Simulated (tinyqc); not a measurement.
Worked calculation: two-band tight binding of a puckered layer. Values are carried at full precision from step to step, so a last printed digit may differ when a step is redone from the rounded ones.

With X = kx ax/2 and Y = ky ay/2: h = t2 + 2 cos(Y) (t1 exp(iX) + t3 exp(-iX)) + t5 exp(2iX), d = 4 t4 cos(X) cos(Y), H = [[d, h], [h*, d]], E = d -/+ |h|.

Constants: hbar^2/2m0 = 3.80998211 eV angstrom^2.

Parameters, chosen for this exercise (near a published set for monolayer black phosphorus; not measured data):
- ax = 4.59 angstrom (period along x (armchair))
- ay = 3.31 angstrom (period along y (zigzag))
- t1 = -1.211 eV (along the zigzag)
- t2 = 3.674 eV (across the pucker)
- t3 = -0.206 eV (second in the sheet)
- t4 = -0.114 eV (same sublattice)
- t5 = -0.052 eV (far across)
- k = (0.6, 0.57) 1/angstrom (wave vector)

## One k point

Form X, Y, h, d and the levels.

X, Y (rad): 1.37700  0.94335

h = 3.4017-1.1776i eV
d = -0.0516 eV

levels (eV): -3.6513  3.5482

## Expansion about Gamma

h = h0 + i chi kx + gx kx^2 + gy ky^2 and d = 4 t4 + ex kx^2 + ey ky^2, with h0 = t2 + 2 t1 + 2 t3 + t5, chi = ax (t1 - t3 + t5), gx = -ax^2 ((t1 + t3)/4 + t5/2), gy = -ay^2 (t1 + t3)/4, ex = -t4 ax^2/2, ey = -t4 ay^2/2. The gap is 2 h0.

h0 = 0.7880 eV
gap = 1.5760 eV
chi = -4.8516 eV angstrom

gx, gy, ex, ey (eV angstrom^2): 8.0111  3.8812  1.2009  0.6245

## Masses

Electrons: c/(ex + gx + chi^2/(2 h0)) along x, c/(ey + gy) along y; holes: the same with -ex and -ey; c = hbar^2/2m0. The coefficients stand in the order gx, gy, ex, ey.

masses (m0):
```
               x       y
electron  0.1578  0.8456
hole      0.1752  1.1699
```

density-of-states mass sqrt(mx my) (m0): electron 0.3653, hole 0.4527

my/mx: electron 5.36, hole 6.68

Along x the term chi^2/(2 h0) = 14.94 eV angstrom^2 couples the bands and makes both carriers light; along y it is absent.

## Checks

- Electron mass along x against a finite difference of the band: both 0.1578.

(tinyqc, `OMP_NUM_THREADS=1 python tinyqc.py 1451616 1451617 out.jsonl`, Intel(R) Xeon(R) Processor @ 2.30GHz, 1 thread, shared host, about 0.01 s.)
